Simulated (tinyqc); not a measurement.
Deep-level transient spectroscopy: amplitude against reverse bias.

Schottky contact on an n-type layer with shallow donors Nd (all ionised) and a donor-like deep trap, neutral when filled and positive when empty; depletion approximation. Traps within lam of the depletion edge stay filled. A long pulse to Vp fills the traps beyond x1 = Wp - lam; back at Vr those between x1 and x2 = Wr - lam emit. A rate window reads S = C(t2) - C(t1).

lam = sqrt(2 eps0 eps_r (EF - ET)/(q Nd)), EF - ET = Et - (kB T/q) ln(Nc(T)/Nd), Nc(T) = Nc (T/300 K)^1.5. In the steady state at the band bending V, 2 eps0 eps_r V/q = Nd W^2 + Nt (W - lam)^2 (the second term only if W > lam). W(t)^2 = Wr^2 + (Nt/Nd)(x2^2 - x1^2) exp(-en t), C = eps0 eps_r/W; for small Nt, dC/C = -(Nt/2 Nd) G exp(-en t) with G = (x2^2 - x1^2)/Wr^2. Listed at t = 0.

Values chosen for this exercise; material values close to those of gallium arsenide:
- eps_r = 13 (relative permittivity)
- Nc = 4.43e17 cm^-3 (conduction-band density of states at 300 K)
- Nd = 2.2e16 cm^-3 (shallow donor density)
- Vbi = 0.71 V (built-in voltage)
- Et = 0.29 eV (depth of the trap below the conduction edge)
- Nt = 1.7e14 cm^-3 (trap density)
- Vp = 0 V (reverse bias during the filling pulse)
- T = 184 K (temperature of the transient)

Constants: q = 1.602176634e-19 C, kB = 1.380649e-23 J/K, eps0 = 8.8541878128e-14 F/cm where lengths are in cm. Results are converted to the units shown.

Amplitude against reverse bias:
```
Vr (V)  Wr (nm)       G  dC(0)/C (%)  2 Nd |dC|/C (cm^-3)
0.5       280.8  0.1983     -0.07654             3.368e13
2.1       427.6  0.4474      -0.1724             7.587e13
3.8       541.5  0.5554      -0.2139             9.412e13
5.4       630.2  0.6142      -0.2365             1.040e14
7.1       712.4  0.6564      -0.2526             1.112e14
8.7       781.8  0.6854      -0.2638             1.161e14
10.4      849.5  0.7094      -0.2730             1.201e14
12        908.5  0.7275      -0.2799             1.232e14
```

G rises from 0.198 to 0.728, since lam = 129 nm and x1 weigh less in a wider layer. The simple estimate 2 Nd |dC|/C reaches 19.8 % of the true Nt in the first row and 72.4 % in the last.

Computed by the program tinyqc: `OMP_NUM_THREADS=1 python tinyqc.py 2050130 2050131 out.jsonl`, one thread of a shared Intel Xeon 2.30GHz, about 0.01 s for the whole run.
